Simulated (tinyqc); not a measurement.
ROHF in the 6-31g basis, for H4, spin multiplicity 3, step by step (part 1 of 3). Computed by tinyqc, a small Python program that keeps every step (integrals from PySCF). Settings: charge = 0, multiplicity = 3, basis = 6-31g, energy threshold = 1e-08, iteration cap = 75, orthogonalisation = symmetric, start = atomic densities, DIIS depth = 4, method = ROHF. Command: `OMP_NUM_THREADS=1 python tinyqc.py 28734 28735 out.jsonl` (the two numbers bound the seeds that draw the settings). One thread of a shared host (Intel(R) Xeon(R) Processor @ 2.60GHz), about 0.06 s of CPU time with the checks. Later iterations appear only in the table of the cycle.

## One-electron integrals

Geometry (angstrom):

| atom | x | y | z |
|---|---|---|---|
| H | 0.000000 | 0.000000 | 0.000000 |
| H | 0.000000 | 0.000000 | 1.335000 |
| H | 0.000000 | 0.891000 | 0.000000 |
| H | 0.000000 | 0.891000 | 1.335000 |

Basis 6-31g: exponents (1/bohr^2) and contraction coefficients of normalised primitives:

| element | l (shell) | exponent | coefficient |
|---|---|---|---|
| H | s (1) | 18.731137 | 0.033495 |
| H | s (1) | 2.825394 | 0.234727 |
| H | s (1) | 0.640122 | 0.813757 |
| H | s (2) | 0.161278 | 1.000000 |

Overlap, kinetic and nuclear-attraction integrals over the contracted functions; the nuclear repulsion is the sum of Za Zb / Rab.

nuclear repulsion = 2.64000297 hartree

overlap S, lower triangle:
```
          1H 1s     1H 2s     2H 1s     2H 2s     3H 1s     3H 2s     4H 1s     4H 2s
1H 1s  1.000000
1H 2s  0.658292  1.000000
2H 1s  0.096026  0.285352  1.000000
2H 2s  0.285352  0.598564  0.658292  1.000000
3H 1s  0.329769  0.453510  0.037041  0.196772  1.000000
3H 2s  0.453510  0.795638  0.196772  0.476240  0.658292  1.000000
4H 1s  0.037041  0.196772  0.329769  0.453510  0.096026  0.285352  1.000000
4H 2s  0.196772  0.476240  0.453510  0.795638  0.285352  0.598564  0.658292  1.000000
```

kinetic energy T (hartree), lower triangle:
```
           1H 1s     1H 2s      2H 1s     2H 2s      3H 1s     3H 2s     4H 1s     4H 2s
1H 1s   1.395678
1H 2s   0.259735  0.241917
2H 1s  -0.048445  0.049609   1.395678
2H 2s   0.049609  0.095259   0.259735  0.241917
3H 1s   0.094690  0.134208  -0.039833  0.015015   1.395678
3H 2s   0.134208  0.163143   0.015015  0.058233   0.259735  0.241917
4H 1s  -0.039833  0.015015   0.094690  0.134208  -0.048445  0.049609  1.395678
4H 2s   0.015015  0.058233   0.134208  0.163143   0.049609  0.095259  0.259735  0.241917
```

nuclear attraction V (hartree), lower triangle:
```
           1H 1s      1H 2s      2H 1s      2H 2s      3H 1s      3H 2s      4H 1s      4H 2s
1H 1s  -2.970442
1H 2s  -1.599443  -1.834335
2H 1s  -0.243722  -0.704203  -2.970442
2H 2s  -0.704203  -1.171103  -1.599443  -1.834335
3H 1s  -0.938327  -1.136065  -0.097446  -0.501337  -2.970442
3H 2s  -1.136065  -1.525891  -0.501337  -0.975761  -1.599443  -1.834335
4H 1s  -0.097446  -0.501337  -0.938327  -1.136065  -0.243722  -0.704203  -2.970442
4H 2s  -0.501337  -0.975761  -1.136065  -1.525891  -0.704203  -1.171103  -1.599443  -1.834335
```

core Hamiltonian H = T + V (hartree), lower triangle:
```
           1H 1s      1H 2s      2H 1s      2H 2s      3H 1s      3H 2s      4H 1s      4H 2s
1H 1s  -1.574763
1H 2s  -1.339708  -1.592419
2H 1s  -0.292166  -0.654595  -1.574763
2H 2s  -0.654595  -1.075844  -1.339708  -1.592419
3H 1s  -0.843637  -1.001857  -0.137279  -0.486322  -1.574763
3H 2s  -1.001857  -1.362748  -0.486322  -0.917529  -1.339708  -1.592419
4H 1s  -0.137279  -0.486322  -0.843637  -1.001857  -0.292166  -0.654595  -1.574763
4H 2s  -0.486322  -0.917529  -1.001857  -1.362748  -0.654595  -1.075844  -1.339708  -1.592419
```

## Two-electron integrals

Functions are numbered as in S; the eight-fold symmetry (ij|kl) = (ji|kl) = (kl|ij) leaves the list below.

Two-electron integrals (ij|kl) in chemists' order, unique and non-zero (hartree):
```
(11|11) 1.076566   (21|11) 0.578470   (21|21) 0.329423   (22|11) 0.587396
(22|21) 0.361304   (22|22) 0.453150   (31|11) 0.067517   (31|21) 0.040640
(31|22) 0.048441   (31|31) 0.008346   (32|11) 0.134705   (32|21) 0.086201
(32|22) 0.116700   (32|31) 0.020084   (32|32) 0.060998   (33|11) 0.395552
(33|21) 0.258759   (33|22) 0.371084   (33|31) 0.067517   (33|32) 0.239047
(33|33) 1.076566   (41|11) 0.239047   (41|21) 0.137630   (41|22) 0.153599
(41|31) 0.020084   (41|32) 0.043894   (41|33) 0.134705   (41|41) 0.060998
(42|11) 0.306855   (42|21) 0.191847   (42|22) 0.249721   (42|31) 0.032941
(42|32) 0.088945   (42|33) 0.306855   (42|41) 0.088945   (42|42) 0.162354
(43|11) 0.258759   (43|21) 0.168384   (43|22) 0.239189   (43|31) 0.040640
(43|32) 0.137630   (43|33) 0.578470   (43|41) 0.086201   (43|42) 0.191847
(43|43) 0.329423   (44|11) 0.371084   (44|21) 0.239189   (44|22) 0.336169
(44|31) 0.048441   (44|32) 0.153599   (44|33) 0.587396   (44|41) 0.116700
(44|42) 0.249721   (44|43) 0.361304   (44|44) 0.453150   (51|11) 0.279221
(51|21) 0.161083   (51|22) 0.179377   (51|31) 0.019362   (51|32) 0.041323
(51|33) 0.123475   (51|41) 0.067127   (51|42) 0.094672   (51|43) 0.080884
(51|44) 0.117093   (51|51) 0.102744   (52|11) 0.282333   (52|21) 0.173851
(52|22) 0.215840   (52|31) 0.021997   (52|32) 0.051167   (52|33) 0.157449
(52|41) 0.073317   (52|42) 0.116278   (52|43) 0.103070   (52|44) 0.150112
(52|51) 0.118326   (52|52) 0.155273   (53|11) 0.022648   (53|21) 0.014076
(53|22) 0.017653   (53|31) 0.002772   (53|32) 0.006948   (53|33) 0.023040
(53|41) 0.006894   (53|42) 0.011954   (53|43) 0.014220   (53|44) 0.017699
(53|51) 0.008263   (53|52) 0.010308   (53|53) 0.001230   (54|11) 0.118630
(54|21) 0.073433   (54|22) 0.092132   (54|31) 0.010604   (54|32) 0.025359
(54|33) 0.079126   (54|41) 0.032516   (54|42) 0.053646   (54|43) 0.051358
(54|44) 0.072468   (54|51) 0.049266   (54|52) 0.064958   (54|53) 0.005088
(54|54) 0.028843   (55|11) 0.573872   (55|21) 0.362401   (55|22) 0.465878
(55|31) 0.045080   (55|32) 0.106906   (55|33) 0.329609   (55|41) 0.152713
(55|42) 0.249807   (55|43) 0.216675   (55|44) 0.321128   (55|51) 0.279221
(55|52) 0.390073   (55|53) 0.023040   (55|54) 0.161427   (55|55) 1.076566
(61|11) 0.390073   (61|21) 0.223237   (61|22) 0.246764   (61|31) 0.027580
(61|32) 0.058849   (61|33) 0.176920   (61|41) 0.093320   (61|42) 0.131150
(61|43) 0.115179   (61|44) 0.163874   (61|51) 0.118326   (61|52) 0.130977
(61|53) 0.010232   (61|54) 0.055175   (61|55) 0.282333   (61|61) 0.155273
(62|11) 0.438988   (62|21) 0.272111   (62|22) 0.347265   (62|31) 0.036525
(62|32) 0.089093   (62|33) 0.283972   (62|41) 0.115792   (62|42) 0.191851
(62|43) 0.183546   (62|44) 0.259995   (62|51) 0.151473   (62|52) 0.193322
(62|53) 0.014831   (62|54) 0.082324   (62|55) 0.438988   (62|61) 0.193322
(62|62) 0.286862   (63|11) 0.091992   (63|21) 0.058931   (63|22) 0.079997
(63|31) 0.013620   (63|32) 0.041390   (63|33) 0.161427   (63|41) 0.029948
(63|42) 0.060847   (63|43) 0.093379   (63|44) 0.105005   (63|51) 0.029614
(63|52) 0.037364   (63|53) 0.005088   (63|54) 0.018717   (63|55) 0.079126
(63|61) 0.040920   (63|62) 0.062993   (63|63) 0.028843   (64|11) 0.230940
(64|21) 0.145272   (64|22) 0.191851   (64|31) 0.024685   (64|32) 0.067164
(64|33) 0.230940   (64|41) 0.067164   (64|42) 0.124418   (64|43) 0.145272
(64|44) 0.191851   (64|51) 0.079436   (64|52) 0.102923   (64|53) 0.010092
(64|54) 0.047752   (64|55) 0.230940   (64|61) 0.102923   (64|62) 0.158083
(64|63) 0.047752   (64|64) 0.102777   (65|11) 0.362401   (65|21) 0.227690
(65|22) 0.294296   (65|31) 0.029066   (65|32) 0.069719   (65|33) 0.216675
(65|41) 0.096308   (65|42) 0.159482   (65|43) 0.142111   (65|44) 0.208895
(65|51) 0.161083   (65|52) 0.223237   (65|53) 0.014220   (65|54) 0.093379
(65|55) 0.578470   (65|61) 0.173851   (65|62) 0.272111   (65|63) 0.051358
(65|64) 0.145272   (65|65) 0.329423   (66|11) 0.465878   (66|21) 0.294296
(66|22) 0.392614   (66|31) 0.039684   (66|32) 0.099994   (66|33) 0.321128
(66|41) 0.125557   (66|42) 0.218463   (66|43) 0.208895   (66|44) 0.301688
(66|51) 0.179377   (66|52) 0.246764   (66|53) 0.017699   (66|54) 0.105005
(66|55) 0.587396   (66|61) 0.215840   (66|62) 0.347265   (66|63) 0.072468
(66|64) 0.191851   (66|65) 0.361304   (66|66) 0.453150   (71|11) 0.023040
(71|21) 0.014220   (71|22) 0.017699   (71|31) 0.002772   (71|32) 0.006894
(71|33) 0.022648   (71|41) 0.006948   (71|42) 0.011954   (71|43) 0.014076
(71|44) 0.017653   (71|51) 0.008263   (71|52) 0.010232   (71|53) 0.001229
(71|54) 0.005059   (71|55) 0.022648   (71|61) 0.010308   (71|62) 0.014831
(71|63) 0.005059   (71|64) 0.010092   (71|65) 0.014076   (71|66) 0.017653
(71|71) 0.001230   (72|11) 0.079126   (72|21) 0.051358   (72|22) 0.072468
(72|31) 0.010604   (72|32) 0.032516   (72|33) 0.118630   (72|41) 0.025359
(72|42) 0.053646   (72|43) 0.073433   (72|44) 0.092132   (72|51) 0.029614
(72|52) 0.040920   (72|53) 0.005059   (72|54) 0.020865   (72|55) 0.091992
(72|61) 0.037364   (72|62) 0.062993   (72|63) 0.024521   (72|64) 0.047752
(72|65) 0.058931   (72|66) 0.079997   (72|71) 0.005088   (72|72) 0.028843
(73|11) 0.123475   (73|21) 0.080884   (73|22) 0.117093   (73|31) 0.019362
(73|32) 0.067127   (73|33) 0.279221   (73|41) 0.041323   (73|42) 0.094672
(73|43) 0.161083   (73|44) 0.179377   (73|51) 0.042628   (73|52) 0.057314
(73|53) 0.008263   (73|54) 0.029614   (73|55) 0.123475   (73|61) 0.057314
(73|62) 0.096748   (73|63) 0.049266   (73|64) 0.079436   (73|65) 0.080884
(73|66) 0.117093   (73|71) 0.008263   (73|72) 0.049266   (73|73) 0.102744
(74|11) 0.157449   (74|21) 0.103070   (74|22) 0.150112   (74|31) 0.021997
(74|32) 0.073317   (74|33) 0.282333   (74|41) 0.051167   (74|42) 0.116278
(74|43) 0.173851   (74|44) 0.215840   (74|51) 0.057314   (74|52) 0.079825
(74|53) 0.010232   (74|54) 0.040920   (74|55) 0.176920   (74|61) 0.074210
(74|62) 0.129120   (74|63) 0.055175   (74|64) 0.102923   (74|65) 0.115179
(74|66) 0.163874   (74|71) 0.010308   (74|72) 0.064958   (74|73) 0.118326
(74|74) 0.155273   (75|11) 0.045080   (75|21) 0.029066   (75|22) 0.039684
(75|31) 0.005111   (75|32) 0.013792   (75|33) 0.045080   (75|41) 0.013792
(75|42) 0.026368   (75|43) 0.029066   (75|44) 0.039684   (75|51) 0.019362
(75|52) 0.027580   (75|53) 0.002772   (75|54) 0.013620   (75|55) 0.067517
(75|61) 0.021997   (75|62) 0.036525   (75|63) 0.010604   (75|64) 0.024685
(75|65) 0.040640   (75|66) 0.048441   (75|71) 0.002772   (75|72) 0.013620
(75|73) 0.019362   (75|74) 0.027580   (75|75) 0.008346   (76|11) 0.106906
(76|21) 0.069719   (76|22) 0.099994   (76|31) 0.013792   (76|32) 0.042537
(76|33) 0.152713   (76|41) 0.034004   (76|42) 0.073157   (76|43) 0.096308
(76|44) 0.125557   (76|51) 0.041323   (76|52) 0.058849   (76|53) 0.006894
(76|54) 0.029948   (76|55) 0.134705   (76|61) 0.051167   (76|62) 0.089093
(76|63) 0.032516   (76|64) 0.067164   (76|65) 0.086201   (76|66) 0.116700
(76|71) 0.006948   (76|72) 0.041390   (76|73) 0.067127   (76|74) 0.093320
(76|75) 0.020084   (76|76) 0.060998   (77|11) 0.329609   (77|21) 0.216675
(77|22) 0.321128   (77|31) 0.045080   (77|32) 0.152713   (77|33) 0.573872
(77|41) 0.106906   (77|42) 0.249807   (77|43) 0.362401   (77|44) 0.465878
(77|51) 0.123475   (77|52) 0.176920   (77|53) 0.022648   (77|54) 0.091992
(77|55) 0.395552   (77|61) 0.157449   (77|62) 0.283972   (77|63) 0.118630
(77|64) 0.230940   (77|65) 0.258759   (77|66) 0.371084   (77|71) 0.023040
(77|72) 0.161427   (77|73) 0.279221   (77|74) 0.390073   (77|75) 0.067517
(77|76) 0.239047   (77|77) 1.076566   (81|11) 0.161427   (81|21) 0.093379
(81|22) 0.105005   (81|31) 0.013620   (81|32) 0.029948   (81|33) 0.091992
(81|41) 0.041390   (81|42) 0.060847   (81|43) 0.058931   (81|44) 0.079997
(81|51) 0.049266   (81|52) 0.055175   (81|53) 0.005059   (81|54) 0.024521
(81|55) 0.118630   (81|61) 0.064958   (81|62) 0.082324   (81|63) 0.020865
(81|64) 0.047752   (81|65) 0.073433   (81|66) 0.092132   (81|71) 0.005088
(81|72) 0.018717   (81|73) 0.029614   (81|74) 0.037364   (81|75) 0.010604
(81|76) 0.025359   (81|77) 0.079126   (81|81) 0.028843   (82|11) 0.230940
(82|21) 0.145272   (82|22) 0.191851   (82|31) 0.024685   (82|32) 0.067164
(82|33) 0.230940   (82|41) 0.067164   (82|42) 0.124418   (82|43) 0.145272
(82|44) 0.191851   (82|51) 0.079436   (82|52) 0.102923   (82|53) 0.010092
(82|54) 0.047752   (82|55) 0.230940   (82|61) 0.102923   (82|62) 0.158083
(82|63) 0.047752   (82|64) 0.102777   (82|65) 0.145272   (82|66) 0.191851
(82|71) 0.010092   (82|72) 0.047752   (82|73) 0.079436   (82|74) 0.102923
(82|75) 0.024685   (82|76) 0.067164   (82|77) 0.230940   (82|81) 0.047752
(82|82) 0.102777   (83|11) 0.176920   (83|21) 0.115179   (83|22) 0.163874
(83|31) 0.027580   (83|32) 0.093320   (83|33) 0.390073   (83|41) 0.058849
(83|42) 0.131150   (83|43) 0.223237   (83|44) 0.246764   (83|51) 0.057314
(83|52) 0.074210   (83|53) 0.010308   (83|54) 0.037364   (83|55) 0.157449
(83|61) 0.079825   (83|62) 0.129120   (83|63) 0.064958   (83|64) 0.102923
(83|65) 0.103070   (83|66) 0.150112   (83|71) 0.010232   (83|72) 0.055175
(83|73) 0.118326   (83|74) 0.130977   (83|75) 0.021997   (83|76) 0.073317
(83|77) 0.282333   (83|81) 0.040920   (83|82) 0.102923   (83|83) 0.155273
(84|11) 0.283972   (84|21) 0.183546   (84|22) 0.259995   (84|31) 0.036525
(84|32) 0.115792   (84|33) 0.438988   (84|41) 0.089093   (84|42) 0.191851
(84|43) 0.272111   (84|44) 0.347265   (84|51) 0.096748   (84|52) 0.129120
(84|53) 0.014831   (84|54) 0.062993   (84|55) 0.283972   (84|61) 0.129120
(84|62) 0.212808   (84|63) 0.082324   (84|64) 0.158083   (84|65) 0.183546
(84|66) 0.259995   (84|71) 0.014831   (84|72) 0.082324   (84|73) 0.151473
(84|74) 0.193322   (84|75) 0.036525   (84|76) 0.115792   (84|77) 0.438988
(84|81) 0.062993   (84|82) 0.158083   (84|83) 0.193322   (84|84) 0.286862
(85|11) 0.152713   (85|21) 0.096308   (85|22) 0.125557   (85|31) 0.013792
(85|32) 0.034004   (85|33) 0.106906   (85|41) 0.042537   (85|42) 0.073157
(85|43) 0.069719   (85|44) 0.099994   (85|51) 0.067127   (85|52) 0.093320
(85|53) 0.006948   (85|54) 0.041390   (85|55) 0.239047   (85|61) 0.073317
(85|62) 0.115792   (85|63) 0.025359   (85|64) 0.067164   (85|65) 0.137630
(85|66) 0.153599   (85|71) 0.006894   (85|72) 0.029948   (85|73) 0.041323
(85|74) 0.058849   (85|75) 0.020084   (85|76) 0.043894   (85|77) 0.134705
(85|81) 0.032516   (85|82) 0.067164   (85|83) 0.051167   (85|84) 0.089093
(85|85) 0.060998   (86|11) 0.249807   (86|21) 0.159482   (86|22) 0.218463
(86|31) 0.026368   (86|32) 0.073157   (86|33) 0.249807   (86|41) 0.073157
(86|42) 0.140665   (86|43) 0.159482   (86|44) 0.218463   (86|51) 0.094672
(86|52) 0.131150   (86|53) 0.011954   (86|54) 0.060847   (86|55) 0.306855
(86|61) 0.116278   (86|62) 0.191851   (86|63) 0.053646   (86|64) 0.124418
(86|65) 0.191847   (86|66) 0.249721   (86|71) 0.011954   (86|72) 0.060847
(86|73) 0.094672   (86|74) 0.131150   (86|75) 0.032941   (86|76) 0.088945
(86|77) 0.306855   (86|81) 0.053646   (86|82) 0.124418   (86|83) 0.116278
(86|84) 0.191851   (86|85) 0.088945   (86|86) 0.162354   (87|11) 0.216675
(87|21) 0.142111   (87|22) 0.208895   (87|31) 0.029066   (87|32) 0.096308
(87|33) 0.362401   (87|41) 0.069719   (87|42) 0.159482   (87|43) 0.227690
(87|44) 0.294296   (87|51) 0.080884   (87|52) 0.115179   (87|53) 0.014076
(87|54) 0.058931   (87|55) 0.258759   (87|61) 0.103070   (87|62) 0.183546
(87|63) 0.073433   (87|64) 0.145272   (87|65) 0.168384   (87|66) 0.239189
(87|71) 0.014220   (87|72) 0.093379   (87|73) 0.161083   (87|74) 0.223237
(87|75) 0.040640   (87|76) 0.137630   (87|77) 0.578470   (87|81) 0.051358
(87|82) 0.145272   (87|83) 0.173851   (87|84) 0.272111   (87|85) 0.086201
(87|86) 0.191847   (87|87) 0.329423   (88|11) 0.321128   (88|21) 0.208895
(88|22) 0.301688   (88|31) 0.039684   (88|32) 0.125557   (88|33) 0.465878
(88|41) 0.099994   (88|42) 0.218463   (88|43) 0.294296   (88|44) 0.392614
(88|51) 0.117093   (88|52) 0.163874   (88|53) 0.017653   (88|54) 0.079997
(88|55) 0.371084   (88|61) 0.150112   (88|62) 0.259995   (88|63) 0.092132
(88|64) 0.191851   (88|65) 0.239189   (88|66) 0.336169   (88|71) 0.017699
(88|72) 0.105005   (88|73) 0.179377   (88|74) 0.246764   (88|75) 0.048441
(88|76) 0.153599   (88|77) 0.587396   (88|81) 0.072468   (88|82) 0.191851
(88|83) 0.215840   (88|84) 0.347265   (88|85) 0.116700   (88|86) 0.249721
(88|87) 0.361304   (88|88) 0.453150
```

## Orthogonalisation

S = U s U^T; symmetric (Loewdin) form X = U s^(-1/2) U^T, so that X^T S X = 1.

eigenvalues of S: 0.057647  0.172186  0.285635  0.424245  0.635638  0.883715  1.631900  3.909034

X, lower triangle:
```
           1H 1s      1H 2s      2H 1s      2H 2s      3H 1s      3H 2s      4H 1s     4H 2s
1H 1s   1.274061
1H 2s  -0.530025   2.122910
2H 1s   0.018201   0.017072   1.274061
2H 2s   0.017072  -0.657798  -0.530025   2.122910
3H 1s  -0.092525   0.040070   0.028727   0.001989   1.274061
3H 2s   0.040070  -0.956959   0.001989   0.304463  -0.530025   2.122910
4H 1s   0.028727   0.001989  -0.092525   0.040070   0.018201   0.017072   1.274061
4H 2s   0.001989   0.304463   0.040070  -0.956959   0.017072  -0.657798  -0.530025  2.122910
```

## Starting guess

The start is atomic minimal-basis densities projected into this basis (PySCF's MINAO start) and scaled to the electron count of each spin; this density is not idempotent, so its energy is not variational and may lie below the converged one.

D(alpha) at the start, lower triangle:
```
           1H 1s     1H 2s      2H 1s     2H 2s      3H 1s     3H 2s     4H 1s     4H 2s
1H 1s   0.204361
1H 2s   0.220905  0.239605
2H 1s  -0.006347  0.000548   0.204361
2H 2s   0.000548  0.009135   0.220905  0.239605
3H 1s  -0.004922  0.000624  -0.006802  0.000809   0.204361
3H 2s   0.000624  0.007744   0.000809  0.010188   0.220905  0.239605
4H 1s  -0.006802  0.000809  -0.004922  0.000624  -0.006347  0.000548  0.204361
4H 2s   0.000809  0.010188   0.000624  0.007744   0.000548  0.009135  0.220905  0.239605
```

D(beta) at the start, lower triangle:
```
           1H 1s     1H 2s      2H 1s     2H 2s      3H 1s     3H 2s     4H 1s     4H 2s
1H 1s   0.068120
1H 2s   0.073635  0.079868
2H 1s  -0.002116  0.000183   0.068120
2H 2s   0.000183  0.003045   0.073635  0.079868
3H 1s  -0.001641  0.000208  -0.002267  0.000270   0.068120
3H 2s   0.000208  0.002581   0.000270  0.003396   0.073635  0.079868
4H 1s  -0.002267  0.000270  -0.001641  0.000208  -0.002116  0.000183  0.068120
4H 2s   0.000270  0.003396   0.000208  0.002581   0.000183  0.003045  0.073635  0.079868
```
